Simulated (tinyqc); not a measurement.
# Hydrogen passivation and dissociation of interface defects with a spread of activation energies, step by step

A worked calculation. Computed by tinyqc, a small Python program that keeps every step. Command: `OMP_NUM_THREADS=1 python tinyqc.py 3005241 3005242 out.jsonl passivation walk`. One thread of a shared host (Intel(R) Xeon(R) Processor @ 2.30GHz), about 0.01 s of CPU time with the checks. Intermediate numbers are printed to about 5 digits and carried at full precision; extremes and crossings named in words are read from the listed rows.

All defects start passivated and lose hydrogen by HP -> P + H; no hydrogen is supplied. Activation energies are normally distributed.

Inputs (values chosen for the exercise, for a model interface): defect density N_0 = 4.9e+12 cm^-2; mean dissociation energy E_d = 2.89 eV; spread s_d = 0.073 eV; prefactor k_d0 = 3e+13 1/s; anneal temperature T = 770 K; anneal time t = 200 s.

Ambient: vacuum.

Constants: k_B = 8.617333262e-05 eV/K.

## Sites at the mean energies

b = k_d0 exp(-E_d/k_B T); the active share of one kind of site is 1 - exp(-b t).

dissociation rate b = 3.6441e-06 1/s

active share, single energy = 7.2855e-04

## A five-point average

Gauss-Hermite nodes for a unit normal variable, z = 0, +/-1.355626, +/-2.856970 with weights 0.533333, 0.222076, 0.011257; the energy is E_d + s_d z.

Nodes:
```
z            weight  energy (eV)  rate (1/s)  active share
-2.856970  0.011257       2.6814  8.4458e-05    1.6750e-02
-1.355626  0.222076       2.7910  1.6192e-05    3.2332e-03
0.000000   0.533333       2.8900  3.6441e-06    7.2855e-04
1.355626   0.222076       2.9890  8.2012e-07    1.6401e-04
2.856970   0.011257       3.0986  1.5723e-07    3.1446e-05
```

active share, five points = 0.0013319

## Average over the spread

Full average: z from -5 to 5 in steps of 0.125 with normalised weights exp(-z^2/2), energy = mean + spread x z.

active share = 0.0013319

active defects = 6.5262e+09 cm^-2

The spread changes the active share from 7.29e-4 to 0.00133: the weakly bound tail dissociates first.

## Isochronal anneals

The formulas are those given above.

Same time, other temperatures:
```
T (K)     b (1/s)  active share, single energy  active share, spread
700    4.6778e-08                   9.3555e-06            1.9456e-05
750    1.1407e-06                   2.2812e-04            4.3141e-04
800    1.8660e-05                   3.7251e-03            6.4735e-03
850    2.1972e-04                   4.2993e-02            6.6124e-02
900    1.9671e-03                   3.2526e-01            3.7562e-01
950    1.3983e-02                   9.3898e-01            8.6092e-01
1000   8.1689e-02                   1.0000e+00            9.9581e-01
1050   4.0340e-01                   1.0000e+00            9.9999e-01
1100   1.7229e+00                   1.0000e+00            1.0000e+00
```

Hydrogen is lost over a window: solving the same formulas, the share goes from 10 to 90 % within 96 K with the spread and 76 K without, since weakly bound sites go early and strongly bound ones late; half is lost near 912 K, where k_B T ln(k_d0 t) is about E_d.

## Isothermal kinetics

Times are decades about 1/b of the mean site. The last column is the part of the change still to come; rows stop once it is below 1e-5.

Against time:
```
t (s)     active share, single energy  active share, spread  unreacted part
3.00e+02                   1.0926e-03            1.9956e-03      9.9800e-01
3.00e+03                   1.0873e-02            1.9394e-02      9.8061e-01
3.00e+04                   1.0356e-01            1.5658e-01      8.4342e-01
3.00e+05                   6.6487e-01            6.3695e-01      3.6305e-01
3.00e+06                   9.9998e-01            9.7426e-01      2.5738e-02
3.00e+07                   1.0000e+00            9.9989e-01      1.1187e-04
```

A single energy finishes within about two decades of time. With the spread the unreacted part is 0.98 at 3000 s and still 0.026 at 3e6 s, where one energy leaves 1.8e-5: a width of s/k_B T = 1.10 in ln(rate) stretches the decay only mildly.

Checks made by the program: the average on a grid twice as fine (relative difference 5e-06).
